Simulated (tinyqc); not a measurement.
Six-band hole subbands of a thin body in a field: sweeps and comparisons. A value that a table varies takes the place of the one given here.

Basis X, Y, Z times spin, hole energies counted downwards from the unstrained edge (the hydrostatic shift is left out), c = hbar^2/2m0. For a symmetric tensor T let C(T) have C_XX = L Txx + M (Tyy + Tzz), C_XY = N Txy (cyclic), L = c (g1 + 4 g2), M = c (g1 - 2 g2), N = 6 c g3. k = q + kz n, n the unit normal, q = k1 u + k2 v with u along the channel [1-10] and v = n x u. H = C(k k^T) + (Dso/3)(1 - L.sigma) - B + e F z with (L_k)_ij = -i epsilon_kij; B is the block C built from the traceless strain with 2b, -b and sqrt(3) d in place of L, M, N. Strain: exx = eyy = (s11 + s12) sx/2, ezz = s12 sx, exy = -s44 sx/4. Hard walls at z = 0 and t; basis sin(j pi z/t), j = 1 to Nz: kz^2 = (j pi/t)^2, kz = -i D with D_jl = 4 j l/(t (j^2 - l^2)), z_jj = t/2 and z_jl = -8 t j l/(pi (j^2 - l^2))^2 for j + l odd; 1 MV/cm = 0.01 eV/angstrom.

Nz = 14. E1 is the top subband at q = 0, gap the distance to the next pair, and the masses are c q^2/(E(q) - E1) at |q| = 0.02 1/angstrom (mean of the spin pair) along the channel [1-10] and across it in the plane; a dash marks a band that does not rise.

Constants: hbar^2/2m0 = 3.80998211 eV angstrom^2.

Parameters, chosen for this exercise (near those of a p-type Si channel; the results hold for these values, not for the real material): g1 = 4.3 (Luttinger gamma1); g2 = 0.34 (gamma2); g3 = 1.45 (gamma3); Dso = 0.044 eV (spin-orbit splitting); b = -2.13 eV (tetragonal potential); d = -4.74 eV (trigonal potential); S = (7.6, -2.12, 12.84) 1/TPa (compliances s11, s12, s44); face = 110 (surface); t = 45 angstrom (body thickness); F = 0 MV/cm (field across the body); sx = -0.5 GPa (stress along the channel [1-10], negative in compression).

## Stress along the channel

Each row has its own sx.

Results:
```
sx (GPa)  E1 (meV)  gap (meV)  m channel  m across
-3.0         -91.6       16.9      0.113     0.276
-2.0         -55.2       17.2      0.113     0.277
-1.0         -19.2       17.7      0.114     0.277
-0.5          -1.4       18.2      0.114     0.277
0.0           16.0       19.1      0.116     0.277
0.5           32.3       21.0      0.122     0.275
1.0           44.1       25.2      0.159     0.268
```

Under 2 GPa of compression the channel mass goes from 0.116 to 0.113 m0, the mass across at 0.277; the gap to the next subband is 17, 19 and 25 meV at -2, 0 and +1 GPa. The lightest channel mass of the table, 0.113 m0, is at -3.0 and -2.0 GPa. Compression changes the channel mass little here, since confinement on this face has already singled out the orbital that the stress favours.

## Surface orientation and number of bands

Three faces, six bands; and four bands, with Dso set to 1000 eV.

Results:
```
case           E1 (meV)  gap (meV)  m channel  m across
(001) 6 bands      56.1       31.8      0.192     1.161
(001) 4 bands      60.5       38.7      0.235     0.442
(110) 6 bands      -1.4       18.2      0.114     0.277
(110) 4 bands      25.6       98.6      0.148     0.280
(111) 6 bands      15.7       38.5      0.158     0.592
(111) 4 bands      21.0       78.4      0.176     0.194
```

With six bands the top subband is shallowest on (110) (-1.4 meV) and deepest on (001). Without the stress E1 would be 67.2, 16.0 and 26.0 meV, so the stress moves it by -11.1, -17.4 and -10.3 meV. The lightest channel mass is on (110) (0.114 m0). Dropping the split-off band moves E1 by 4.3, 27.0 and 5.3 meV and the gap by 7.0, 80.4 and 39.9 meV on the three faces, with Dso = 44 meV.

## What each parameter does

Six bands. Each row changes one parameter from the base and keeps the others.

Results:
```
case             E1 (meV)  gap (meV)  m channel (m0)  m across (m0)
base                 -1.4       18.2           0.114          0.277
t = 35 angstrom       3.0       28.2           0.113          0.276
F = 0.3 MV/cm        44.7       37.9           0.115          0.277
sx = -1 GPa         -19.2       17.7           0.114          0.277
g3 = 1.35             4.0       35.0           0.119          0.276
g2 = 0.39            -0.5       21.0           0.114          0.284
Dso = 0.066 eV        2.5       20.3           0.116          0.277
d = -3.79 eV          1.2       18.3           0.115          0.277
```

The largest shifts from the base row, up to three for each result and ties (the steps differ in size, so this ranks the rows, not the parameters). E1 (meV): F +46.1, sx -17.8, g3 +5.4. gap (meV): F +19.7, g3 +16.8, t +10.0. m channel (m0): g3 +0.004, Dso +0.002, t -0.001; unchanged at the printed digits by sx and g2. m across (m0): g2 +0.007, g3 -0.000, t -0.000; unchanged at the printed digits by F, sx, Dso and d.

Computed by tinyqc, a small Python program: `OMP_NUM_THREADS=1 python tinyqc.py 1251244 1251245 out.jsonl` (the numbers bound the seed that draws the inputs); one thread of a shared host (Intel(R) Xeon(R) Processor @ 2.30GHz), about 0.7 s for the whole set of steps.
